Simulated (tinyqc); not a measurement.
# Specific resistance of a metal-semiconductor contact and its transmission-line measurement, step by step

A worked calculation. Computed by tinyqc, a small Python program that keeps every step. Command: `OMP_NUM_THREADS=1 python tinyqc.py 3017887 3017888 out.jsonl contact walk`. One thread of a shared host (Intel(R) Xeon(R) Processor @ 2.30GHz), about 0.01 s of CPU time with the checks. Intermediate numbers are printed to about 5 digits and carried at full precision; extremes and crossings named in words are read from the listed rows.

The barrier is parabolic (depletion approximation), energies E are normal energies counted from the band edge in the neutral semiconductor (downwards for holes), and the bias is zero. xi is an input, held fixed when other inputs move.

Inputs (values chosen for the exercise, modelled on n-type germanium):

| quantity | value | unit |
|---|---|---|
| tunnelling mass m | 0.12 | m_0 |
| permittivity eps | 16 | - |
| Richardson constant A* | 136 | A/(cm^2 K^2) |
| barrier height phi_B | 0.41 | eV |
| doping N | 7.5e+19 | 1/cm^3 |
| Fermi level above the band edge in the bulk, xi | 0.11 | eV |
| temperature T | 400 | K |
| sheet resistance R_sh | 20 | ohm |
| contact length d | 0.18 | micrometre |
| contact width W | 0.054 | micrometre |

Image-force lowering: left out.

Constants: hbar = 1.054571817e-34 J s; eps_0 = 8.8541878128e-12 F/m; m_0 = 9.1093837015e-31 kg; k_B = 8.617333262e-05 eV/K; e = 1.602176634e-19 C.

## Tunnelling energy and barrier

E_00 = (e hbar/2) sqrt(N/(eps eps_0 m)); band bending E_b = phi_B + xi; depletion width w = sqrt(2 eps eps_0 E_b/(e^2 N)).

E_00 = 116.04 meV

E_00/k_B T = 3.3665

depletion width = 3.5016 nm

barrier used, above the bulk band edge = 0.52 eV

By the usual rule this is thermionic-field emission (0.5 to 5 k_B T).

## Transmission and supply

WKB transmission for E < E_b, with a = E/E_b: D = exp{-(E_b/E_00) [sqrt(1 - a) - a ln((1 + sqrt(1 - a))/sqrt(a))]}; D = 1 above. f = 1/(1 + exp((E - xi)/k_B T)).

E, D, f and D f at E/E_b = 0.05, 0.15, 0.3, 0.45, 0.6, 0.75, 0.9, 0.98:

| E/E_b | E (eV) | D | f | D f |
|---|---|---|---|---|
| 0.05 | 0.0260 | 0.02066 | 9.1960e-01 | 1.8997e-02 |
| 0.15 | 0.0780 | 0.04714 | 7.1674e-01 | 3.3785e-02 |
| 0.30 | 0.1560 | 0.11971 | 2.0841e-01 | 2.4950e-02 |
| 0.45 | 0.2340 | 0.24674 | 2.6664e-02 | 6.5791e-03 |
| 0.60 | 0.3120 | 0.43617 | 2.8423e-03 | 1.2397e-03 |
| 0.75 | 0.3900 | 0.67406 | 2.9650e-04 | 1.9986e-04 |
| 0.90 | 0.4680 | 0.90806 | 3.0859e-05 | 2.8022e-05 |
| 0.98 | 0.5096 | 0.99155 | 9.2312e-06 | 9.1532e-06 |

Among these points D f is largest at E/E_b = 0.15; for a non-degenerate tail the peak lies at E/E_b = 1/cosh^2(E_00/k_B T) = 0.005, but it cannot fall far below the Fermi level.

## Specific contact resistance

At zero bias 1/rho_c = (e A*/k_B^2) int D(E) f(E) dE, f = 1/(1 + exp((E - xi)/k_B T)); 200 Gauss-Legendre points from 0 to E_b, and k_B T ln(1 + exp((xi - E_b)/k_B T)) for the part above the barrier; the share of tunnelling is the part below.

specific contact resistance rho_c = 9.4270e-09 ohm cm^2

share of tunnelling = 99.996 %

rho_c by thermionic emission alone = 2.3203e-04 ohm cm^2

Tunnelling lowers rho_c by a factor 24600. The field-emission exponent (E_b - xi)/E_00 is 3.5, the thermionic one (E_b - xi)/k_B T is 11.9.

## Current crowding

Transmission-line model: transfer length L_T = sqrt(rho_c/R_sh); R_c = (R_sh L_T/W) coth(d/L_T). Limits: rho_c/(W d) for d << L_T, sqrt(rho_c R_sh)/W for d >> L_T.

transfer length L_T = 0.21711 micrometre

d/L_T = 0.82909

contact resistance R_c = 118.25 ohm

R_c W = 6.3856 ohm micrometre

short-contact limit = 96.986 ohm

long-contact limit = 80.410 ohm

The contact is about one transfer length long, between the two limits.

## A transmission-line measurement read back

Transmission-line model: transfer length L_T = sqrt(rho_c/R_sh); R_c = (R_sh L_T/W) coth(d/L_T). Two contacts a gap s apart give R = 2 R_c + R_sh s/W. A straight-line fit gives R_sh from the slope and R_c from the intercept; the simple reading takes L_x = R_c W/R_sh as the transfer length and rho_c = R_sh L_x^2.

Resistances:

| gap s (micrometre) | R (ohm) |
|---|---|
| 0.32 | 355.0 |
| 0.64 | 473.5 |
| 1.30 | 718.0 |
| 2.60 | 1199.5 |
| 5.10 | 2125.4 |

L_x = 0.31928 micrometre

rho_c by the simple reading = 2.0388e-08 ohm cm^2

simple reading over true value = 2.1627

The simple reading is 2.16 times too high, the factor coth^2(d/L_T): it holds only for d above about 2 L_T.

Checks made by the program: closed WKB exponent against numerical integration over the parabolic barrier (relative difference below 1e-10).
